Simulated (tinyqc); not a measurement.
Tunnelling through a thin dielectric with one trap, as a tight-binding chain, step by step. Values are carried at full precision from step to step, so a last printed digit may differ when a step is redone from the rounded ones.

Hopping -t everywhere, t = c/(m a^2), c = hbar^2/2m0; lead sites at 2t (band bottom 0), barrier sites 1 to N at 2t + phi, and site j has U besides. No voltage. Leads give S = -t exp(ika) on sites 1 and N, cos(ka) = 1 - E/(2t). T = (2 t sin(ka))^2 |G_1N|^2, G = (E - H - S)^-1. In the barrier cosh(q a) = 1 + (phi - E)/(2t).

Constants: hbar^2/2m0 = 3.80998211 eV angstrom^2; hbar = 6.58211957e-16 eV s.

Parameters, chosen for this exercise (barrier and mass of the size used for Al2O3 on silicon; the results hold for these values, not for the real material): a = 3 angstrom (site spacing); m = 0.26 m0 (mass, the same in leads and barrier); phi = 2 eV (conduction edge of the barrier above that of the leads); U = -2.96 eV (extra energy on the trap site); E = 0.44 eV (electron energy); N = 8 (barrier sites); j = 3 (site of the trap).

## Scales

Form t, ka, q a, and the level of the trap in an endless barrier, Eb = phi + 2t - sqrt(4 t^2 + U^2).

t = 1.6282 eV
ka = 0.52588 rad
q a = 0.94345
Eb = 0.8557 eV

## The matrix E - H - S

Fill it in.

E - H - S (eV):
```
                 1        2        3        4        5        6
1  -3.4082+0.8173i   1.6282   0.0000   0.0000   0.0000   0.0000
2           1.6282  -4.8164   1.6282   0.0000   0.0000   0.0000
3           0.0000   1.6282  -1.8564   1.6282   0.0000   0.0000
4           0.0000   0.0000   1.6282  -4.8164   1.6282   0.0000
5           0.0000   0.0000   0.0000   1.6282  -4.8164   1.6282
6           0.0000   0.0000   0.0000   0.0000   1.6282  -4.8164
7           0.0000   0.0000   0.0000   0.0000   0.0000   1.6282
8           0.0000   0.0000   0.0000   0.0000   0.0000   0.0000

         7                8
1   0.0000           0.0000
2   0.0000           0.0000
3   0.0000           0.0000
4   0.0000           0.0000
5   0.0000           0.0000
6   1.6282           0.0000
7  -4.8164           1.6282
8   1.6282  -3.4082+0.8173i
```

## Transmission

Invert the matrix; T = (2 t sin(ka))^2 |G_1N|^2.

first row of G (1/eV): -0.3725-0.1265i  -0.2290-0.07780i  -0.3050-0.1036i  -0.1188-0.04037i  -0.04624-0.01577i  -0.01802-0.006281i  -0.007068-0.002812i  -0.002888-0.002036i

T = 3.337e-05

Without the trap T is 8.83e-07: the trap changes it by a factor 37.8 at this energy.

## The resonance

Resonance: the lowest eigenvalue of H + S(E), iterated until its real part equals E (40 rounds from Eb = phi + 2t - sqrt(4t^2 + U^2), the level in an endless barrier). With v the normalised squared amplitudes of that state, Gamma_L = 2 t sin(ka) v_1, Gamma_R = 2 t sin(ka) v_N; Breit-Wigner T = Gamma_L Gamma_R/((E - Er)^2 + (Gamma_L + Gamma_R)^2/4).

Find Er, the two widths, the peak height 4 Gamma_L Gamma_R/(Gamma_L + Gamma_R)^2 and the escape time hbar/(Gamma_L + Gamma_R).

Er = 0.8541 eV

widths (meV): left 68.06, right 0.5093

peak height = 0.02949
escape time = 9.60 fs

squared amplitudes: 0.0310  0.1329  0.6727  0.1315  0.0257  0.0050  0.0010  0.0002

The nearby leads move the level 1.7 meV below its value in an endless barrier. The trap is closer to the left lead, which takes 99.3 % of the escapes.

## Checks

- T at Er from the chain against the Breit-Wigner peak: 0.0294 against 0.0295.
- T without trap against the closed form for a lattice barrier: both 8.826e-07.

Run: tinyqc, `OMP_NUM_THREADS=1 python tinyqc.py 1452670 1452671 out.jsonl`; Intel(R) Xeon(R) Processor @ 2.30GHz, one thread, shared host; about 0.04 s of CPU time with all checks.
